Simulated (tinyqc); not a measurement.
Inside a calculation. Method: Hubbard ring of 3 sites. One step of it, computed by the program tinyqc.

Problem. The many-body Hamiltonian. Basis: all placements (u, d, 2, 0 on each site), up operators ordered before down ones; hops carry the sign of the same-spin electrons passed.

one-body matrix (hopping and site energies) (eV):
```
           1          2          3
1   0.000000  -1.320000  -1.320000
2  -1.320000   0.000000  -1.320000
3  -1.320000  -1.320000   0.000000
```

U = 9.200000 eV

electrons, up and down: 2  1

Give: H.

Solution.

H (eV):
```
         2u0      u20      uud      20u      udu      u02      duu      02u
2u0   9.2000  -1.3200  -1.3200  -1.3200   0.0000   0.0000   1.3200   0.0000
u20  -1.3200   9.2000  -1.3200   0.0000  -1.3200   0.0000   0.0000   1.3200
uud  -1.3200  -1.3200   0.0000   0.0000   0.0000  -1.3200   0.0000   0.0000
20u  -1.3200   0.0000   0.0000   9.2000  -1.3200  -1.3200  -1.3200   0.0000
udu   0.0000  -1.3200   0.0000  -1.3200   0.0000  -1.3200   0.0000  -1.3200
u02   0.0000   0.0000  -1.3200  -1.3200  -1.3200   9.2000   0.0000   0.0000
duu   1.3200   0.0000   0.0000  -1.3200   0.0000   0.0000   0.0000  -1.3200
02u   0.0000   1.3200   0.0000   0.0000  -1.3200   0.0000  -1.3200   9.2000
0u2   0.0000   0.0000   1.3200   0.0000   0.0000  -1.3200  -1.3200  -1.3200

         0u2
2u0   0.0000
u20   0.0000
uud   1.3200
20u   0.0000
udu   0.0000
u02  -1.3200
duu  -1.3200
02u  -1.3200
0u2   9.2000
```
